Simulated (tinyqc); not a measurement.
## Pinning of the barrier by interface states

Cowley-Sze model with the space charge neglected: phiB = S (phiM - chi) + (1 - S)(Eg - phi0), S = 1/(1 + q Dit dl/(eps0 ei)), dl in cm.

Values chosen for this exercise; band and dielectric values close to those of In0.53Ga0.47As:
- Eg = 0.749 eV (band gap)
- chi = 4.53 eV (electron affinity)
- dl = 0.3 nm (thickness of the interfacial layer)
- ei = 3.9 (relative permittivity of the interfacial layer)
- phi0 = 0.36 eV (neutral level above the valence band)
- phiM = 4.94 eV (metal work function)

Constants: q = 1.602176634e-19 C, eps0 = 8.8541878128e-14 F/cm where lengths are in cm. Results are converted to the units shown.

Result of one run:

| S | phiB (eV) | change of phiB for 0.5 eV more work function (eV) |
|---|---|---|
| 0.19321 | 0.39306 | 0.096603 |

Which density of interface states Dit gave this result: 1e11, 3e12, 1e13, 3e14 or 1e15 cm^-2 eV^-1?

Dit = 3e14 cm^-2 eV^-1.

The whole series:

| Dit (cm^-2 eV^-1) | S | phiB (eV) | change of phiB for 0.5 eV more work function (eV) |
|---|---|---|---|
| 1e11 | 0.99861 | 0.40997 | 0.49931 |
| 3e11 | 0.99584 | 0.40991 | 0.49792 |
| 1e12 | 0.98627 | 0.40971 | 0.49314 |
| 3e12 | 0.95992 | 0.40916 | 0.47996 |
| 1e13 | 0.87781 | 0.40743 | 0.43891 |
| 3e13 | 0.70543 | 0.40381 | 0.35271 |
| 1e14 | 0.41807 | 0.39778 | 0.20904 |
| 3e14 | 0.19321 | 0.39306 | 0.096603 |
| 1e15 | 0.067027 | 0.39041 | 0.033514 |

S falls from 0.999 to 0.0670, passing 1/2 at Dit = eps0 ei/(q dl) = 7.18e13 cm^-2 eV^-1. The barrier falls from 0.410 to 0.390 eV, from near the Schottky-Mott value phiM - chi = 0.410 eV towards the pinned value Eg - phi0 = 0.389 eV.

Computed by the program tinyqc: `OMP_NUM_THREADS=1 python tinyqc.py 2020031 2020032 out.jsonl`, one thread of a shared Intel Xeon 2.30GHz, about 0.04 s for the whole run.
